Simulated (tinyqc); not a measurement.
Comparisons within one model: band offset of a heterojunction with an interface dipole (two-band chains, self-consistent charge). A value that a table varies takes the place of the one given here.

Sites alternate A, C. Left: A at -G1/2, C at +G1/2, hopping -t1; right: A at D - G2/2, C at D + G2/2, hopping -t2; the bonds across the two interfaces of a ring (C left to A right, C right to A left) have -sqrt(t1 t2). D is the offset of the mid-gaps, so Ev(right) - Ev(left) = D - (G2 - G1)/2 and Ec(right) - Ec(left) = D + (G2 - G1)/2. The closing bond has its sign reversed (antiperiodic ring). Half the levels are filled with two electrons each. The charge moved is q = (electrons on the left) less one a site; the mean over the two interfaces, q/2, is taken as the charge that crosses each, and its dipole opposes the offset: D = D0 - u q/2.

From here on the ring has 24 cells a side.

Inputs chosen for the exercise (gaps near those of SiC and SiO2; the chains and D0 are free models, so the offsets are not those of the real pair; shifted at random, so the results belong to these values and not to a real crystal): G1 = 3.18 eV (gap on the left); G2 = 8.86 eV (gap on the right); t1 = 1.87 eV (hopping on the left); t2 = 2.03 eV (hopping on the right); u = 4.8 eV (potential step per electron moved across); D0 = -0.61 eV (mid-gap of the right side above that of the left, without dipole).

## Where the moved charge sits

D = -0.53890 eV

Electrons in cell k from an interface at the self-consistent D, less those at D = 0. Interface 1 joins C left to A right, interface 2 C right to A left. The decay lengths 1/(2 kappa a) are those of mid-gap states, cosh(kappa a) = 1 + G^2/(8 t^2).

Change of the electron count:

| k | left of 1 | right of 1 | left of 2 | right of 2 |
|---|---|---|---|---|
| 1 | -0.01182 | 0.01319 | -0.01427 | 0.01589 |
| 2 | -0.00136 | 0.00023 | -0.00163 | 0.00029 |
| 3 | -0.00021 | 0.00000 | -0.00025 | 0.00001 |
| 4 | -0.00003 | 0.00000 | -0.00004 | 0.00000 |
| 5 | -0.00001 | 0.00000 | -0.00001 | 0.00000 |
| 6 | 0.00000 | 0.00000 | 0.00000 | 0.00000 |

decay lengths (cells): left 0.605, right 0.265

Over six cells interface 1 moves -0.0134 electrons to the left side and +0.0134 to the right, interface 2 -0.0162 and +0.0162: each change is a dipole, and the two differ because the bonds join different sites. The first cells hold 93 % of it at interface 1. The tail is longer on the left, where the gap is smaller against the hopping: from k = 2 to 4 it falls by a factor 40, and pure mid-gap decay would give 27.3; the exponential carries a prefactor that falls as a power of the distance, so the first cells drop faster.

## Screening of the starting offset

chi = 0.054562 1/eV

D0 is varied; the self-consistent D is found by bisection. chi = dq/dD at D = 0; the linear rule is D = S D0 with S = 1/(1 + u chi/2). The gap of the junction closes (type III) at |D| = (G1 + G2)/2.

Against D0:

| 2 D0/(G1 + G2) | D0 (eV) | q at D0 | D (eV) | D/D0 | linear (eV) |
|---|---|---|---|---|---|
| -0.85 | -5.117 | -0.5467 | -4.2326 | 0.8272 | -4.5245 |
| -0.55 | -3.311 | -0.2407 | -2.8496 | 0.8607 | -2.9276 |
| -0.30 | -1.806 | -0.1073 | -1.5845 | 0.8774 | -1.5969 |
| -0.15 | -0.903 | -0.0503 | -0.7969 | 0.8825 | -0.7984 |
| 0.10 | 0.602 | 0.0332 | 0.5318 | 0.8835 | 0.5323 |
| 0.25 | 1.505 | 0.0871 | 1.3236 | 0.8795 | 1.3307 |
| 0.50 | 3.010 | 0.2081 | 2.6031 | 0.8648 | 2.6615 |
| 0.80 | 4.816 | 0.4786 | 4.0149 | 0.8337 | 4.2584 |
| 0.95 | 5.719 | 0.7113 | 4.6514 | 0.8133 | 5.0568 |

D/D0 lies between 0.813 and 0.883, against S = 0.884 from chi at D = 0; the linear rule misses by at most 405 meV. q is odd in D. Less than half of the starting offset is screened, so the natural line-up still counts most.

## Wider gaps screen less

G2 is varied. chi = (q(+0.01) - q(-0.01))/0.02 at D = 0, S = 1/(1 + u chi/2).

Against G2:

| G2 (eV) | chi (1/eV) | S |
|---|---|---|
| 0.7 | 0.27383 | 0.6034 |
| 1.1 | 0.24372 | 0.6309 |
| 1.5 | 0.21969 | 0.6548 |
| 2.3 | 0.18237 | 0.6956 |
| 3.4 | 0.14483 | 0.7421 |
| 5.5 | 0.09710 | 0.8110 |
| 7.0 | 0.07445 | 0.8484 |
| 9.0 | 0.05334 | 0.8865 |

chi falls from 0.2738 to 0.0533 1/eV, a factor 5.1, and S rises from 0.603 to 0.887: charge crosses through the tails of states that tunnel into the other gap, and these shorten as the gap widens. u is kept fixed, though a wider gap also screens less and would raise it.

## What each parameter does

Self-consistent D by bisection, q there, and the two offsets. Each row changes one parameter from the base and keeps the others.

Results:

| case | D (eV) | q | valence offset (eV) | conduction offset (eV) |
|---|---|---|---|---|
| base | -0.5389 | -0.0296 | -3.3789 | 2.3011 |
| G1 = 3.657 eV | -0.5427 | -0.0280 | -3.1442 | 2.0588 |
| G2 = 10.189 eV | -0.5511 | -0.0245 | -4.0556 | 2.9534 |
| t1 = 2.151 eV | -0.5358 | -0.0309 | -3.3758 | 2.3042 |
| t2 = 2.334 eV | -0.5350 | -0.0313 | -3.3750 | 2.3050 |
| D0 = -0.701 eV | -0.6191 | -0.0341 | -3.4591 | 2.2209 |
| u = 5.52 eV | -0.5297 | -0.0291 | -3.3697 | 2.3103 |

The largest shifts from the base row, up to three for each result and ties (the steps differ in size, so this ranks the rows, not the parameters). D (eV): D0 -0.0802, G2 -0.0122, u +0.0092. q: G2 +0.0051, D0 -0.0045, t2 -0.0016, G1 +0.0016. valence offset (eV): G2 -0.6767, G1 +0.2347, D0 -0.0802. conduction offset (eV): G2 +0.6523, G1 -0.2423, D0 -0.0802.

tinyqc: `OMP_NUM_THREADS=1 python tinyqc.py 1481960 1481961 out.jsonl`; about 0.3 s, one thread, shared Intel(R) Xeon(R) Processor @ 2.30GHz.
